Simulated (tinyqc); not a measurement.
Which input was changed? Model: defect equilibria of an oxide against oxygen pressure (mass action). Computed by tinyqc, a small Python program. Command: `OMP_NUM_THREADS=1 python tinyqc.py 3028622 3028623 out.jsonl brouwer which`. One thread of a shared host (Intel(R) Xeon(R) Processor @ 2.30GHz), about 0.08 s of CPU time with the checks.

Defects: oxygen vacancies V (charge +2), electrons n, holes p, the ionic partner X = V_M'' (charge -2). Activities are taken equal to concentrations.

Inputs (values chosen for the exercise, for a model oxide):

| quantity | value | unit |
|---|---|---|
| reduction enthalpy H_r | 4.98 | eV |
| prefactor K_r0 | 2e+70 | cm^-9 atm^(1/2) |
| gap E_g | 4.2 | eV |
| prefactor N_c N_v | 1.4e+41 | cm^-6 |
| disorder enthalpy H_s | 3.56 | eV |
| prefactor K_s0 | 1.9e+45 | cm^-6 |
| temperature T | 700 | K |
| oxygen pressure P | 4e-22 | atm |
| electron mobility mu_n | 0.83 | cm^2/(V s) |
| hole mobility mu_p | 1.5 | cm^2/(V s) |
| vacancy diffusion prefactor D_0 | 0.0011 | cm^2/s |
| vacancy migration energy E_m | 1 | eV |

Ionic disorder: Schottky, oxide MO. Dopant (singly charged, fully ionised): none.

Constants: k_B = 8.617333262e-05 eV/K; e = 1.602176634e-19 C.

Method:
- K_r = K_r0 exp(-H_r/k_B T) = [V] n^2 P^(1/2); K_i = N_c N_v exp(-E_g/k_B T) = n p; K_s = K_s0 exp(-H_s/k_B T) = [X] [V].
- Neutrality: 2 [V] + p = n + 2 [X]. With n as the unknown, [V] = K_r/(n^2 P^(1/2)), p = K_i/n, [X] = K_s/[V]; the log ratio is ln(positive/negative).
- The root is found by 60 bisections in ln n between n = 1e-10 and 1e25 cm^-3.
- sigma_n = e n mu_n, sigma_p = e p mu_p, sigma_ion = 2 e [V] mu_V with mu_V = 2 e D/(k_B T) and D = D_0 exp(-E_m/k_B T); only the oxygen vacancies carry ionic current, and the ionic transport number is sigma_ion over the total.

Task: One of these inputs alone was changed, within the range given: gap E_g (2.1 to 8.4); temperature T (500 to 1400); oxygen pressure P (2e-22 to 8e-22); prefactor K_r0 (1e+70 to 4e+70). Which one, and to what value?

Results:

| run | p (cm^-3) | n (cm^-3) | ionic transport number |
|---|---|---|---|
| before | 0.000057357 | 1.408865e+15 | 2.774537e-09 |
| after | 0.002158980 | 1.508797e+16 | 1.057787e-08 |

Result:

Each candidate set to reproduce p, and what it then gives:

| candidate | range searched | value needed | n (cm^-3) | ionic transport number |
|---|---|---|---|---|
| gap E_g (eV) | 2.1 to 8.4 | 3.981 | 1.4089e+15 | 2.7745e-09 |
| temperature T (K) | 500 to 1400 | 766.0 | 1.5088e+16 | 1.0578e-08 |
| oxygen pressure P (atm) | 2e-22 to 8e-22 | out of reach | - | - |
| prefactor K_r0 (cm^-9 atm^(1/2)) | 1e+70 to 4e+70 | out of reach | - | - |

Only temperature T fits every result: it went from 700 to 766 K. The next best candidate, gap E_g, misses one result by 91 %.
